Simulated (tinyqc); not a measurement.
Sheet resistance and Hall data of a diffused or implanted layer. An Irvin curve: changing the peak concentration. Computed by tinyqc, a small Python program. Command: `OMP_NUM_THREADS=1 python tinyqc.py 3000314 3000315 out.jsonl layer sweep`. One thread of a shared host (Intel(R) Xeon(R) Processor @ 2.30GHz), about 0.01 s of CPU time with the checks.

Carriers are taken equal to the net active doping down to the junction (full ionisation, which deep dopants in wide-gap hosts do not reach; no spill-over, no depletion), and the Hall factor is 1.

Inputs (values chosen for the exercise, modelled on arsenic in silicon):

| quantity | value | unit |
|---|---|---|
| mu_min | 50 | cm^2/(V s) |
| mu_max | 1380 | cm^2/(V s) |
| N_ref | 9.8e+16 | 1/cm^3 |
| exponent alpha | 0.66 | - |
| length scale l | 24 | nm |
| background doping N_B (opposite type) | 4.6e+14 | 1/cm^3 |
| projected range R_p | 62 | nm |

Profile: buried Gaussian (implant). Activation: complete.

Constants: e = 1.602176634e-19 C.

Method:
- N(x) = N_0 exp(-(x - R_p)^2/(2 l^2)) for x > 0, dose N_0 l sqrt(pi/2) erfc(-R_p/(l sqrt 2)), junction x_j = R_p + l sqrt(2 ln(N_0/N_B)); the layer starts at x_0 = max(0, 2 R_p - x_j).
- Mobility mu = mu_min + (mu_max - mu_min)/(1 + (N_t/N_ref)^alpha), N_t = active doping + N_B; carriers n = active doping - N_B, all dopants active.
- Integrals from x_0 (0 unless stated) to x_j by the midpoint rule on 400 even intervals: 1/R_s = e int n mu dx; sheet density n_s = int n dx; Hall sheet density (int n mu dx)^2/int n mu^2 dx; Hall mobility int n mu^2 dx/int n mu dx.
- Mean conductivity 1/(R_s x_j); mean mobility 1/(e n_s R_s).

One run for each value:

| peak concentration N_0 (1/cm^3) | mean conductivity 1/(R_s x_j) (S/cm) | sheet resistance R_s (ohm) | Hall mobility (cm^2/(V s)) | junction depth x_j (nm) | sheet density n_s (1/cm^2) |
|---|---|---|---|---|---|
| 9.20e+15 | 0.770 | 1.0751e+05 | 1182.6 | 120.75 | 4.9146e+10 |
| 1.90e+16 | 1.482 | 5.2947e+04 | 1099.9 | 127.47 | 1.0752e+11 |
| 3.90e+16 | 2.683 | 2.7920e+04 | 992.4 | 133.52 | 2.2699e+11 |
| 8.00e+16 | 4.621 | 1.5557e+04 | 863.5 | 139.09 | 4.7220e+11 |
| 1.60e+17 | 7.469 | 9.2911e+03 | 728.2 | 144.10 | 9.5091e+11 |
| 3.40e+17 | 12.022 | 5.5737e+03 | 582.5 | 149.23 | 2.0283e+12 |
| 6.90e+17 | 18.136 | 3.5854e+03 | 458.3 | 153.79 | 4.1233e+12 |
| 1.40e+18 | 26.730 | 2.3659e+03 | 352.8 | 158.12 | 8.3735e+12 |
| 2.90e+18 | 39.476 | 1.5599e+03 | 265.5 | 162.39 | 1.7353e+13 |
| 6.00e+18 | 58.688 | 1.0235e+03 | 198.8 | 166.48 | 3.5911e+13 |

Over the rows, mean conductivity 1/(R_s x_j) (S/cm) rises from 0.770 to 58.7 (exponent d ln y / d ln x 0.90 between the first rows and 0.55 between the last); sheet resistance R_s (ohm) falls from 108000 to 1020 (exponent d ln y / d ln x -0.98 between the first rows and -0.58 between the last); Hall mobility (cm^2/(V s)) falls from 1180 to 199 (exponent d ln y / d ln x -0.100 between the first rows and -0.40 between the last).

Caution (rows 9.20e15, 1.90e16, 3.90e16, 8.00e16, 1.60e17, 3.40e17): the layer is not thick against surface and junction depletion widths, which remove carriers that this model counts.

Extremes, crossings and ranges named in words are read from the listed rows.
